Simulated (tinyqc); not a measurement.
Nucleation and growth of vacancy voids in a cooling silicon-like crystal: one step, computed by the program tinyqc. Command: `OMP_NUM_THREADS=1 python tinyqc.py 3027288 3027289 out.jsonl voids walk`. One thread of a shared host (Intel(R) Xeon(R) Processor @ 2.30GHz), about 0.3 s of CPU time with the checks.

Spherical voids; vacancies are lost only to voids.

Task: Nucleation rate at T with the initial excess. C_e = C_m exp[-(E_f/k_B)(1/T - 1/T_m)]; D = D0 exp(-E_m/(k_B T)); f = k_B T ln(C/C_e); r* = 2 gamma/(rho f); W* = 16 pi gamma^3/(3 rho^2 f^2); Z = f/sqrt(12 pi W* k_B T); I = rho Z (4 pi r* D C) exp(-W*/(k_B T)).

Inputs (values chosen for the exercise, close to those used for silicon): vacancy density at the melting point C_m = 5.5e+14 1/cm^3; formation energy E_f = 4.15 eV; melting point T_m = 1685 K; diffusion prefactor D0 = 0.00045 cm^2/s; migration energy E_m = 0.48 eV; site density rho = 5e+22 1/cm^3; void surface energy gamma = 0.939 J/m^2; temperature of the worked step T = 1380 K.

initial excess C = 2.40e+13 1/cm^3

Constants: k_B = 8.617333262e-05 eV/K; k_B = 1.380649e-23 J/K; e = 1.602176634e-19 C.

Give: C_e; D; driving force f; critical radius r*; W*/(k_B T); rate I.

Result:

C_e = 9.9316e+11 1/cm^3

D = 7.9478e-06 cm^2/s

driving force f = 0.37875 eV

critical radius r* = 0.61896 nm

W*/(k_B T) = 79.090

rate I = 1.9402e-11 1/(cm^3 s)

Cooling by 10 K multiplies I by 19000: nucleation switches on within a narrow range of temperature.
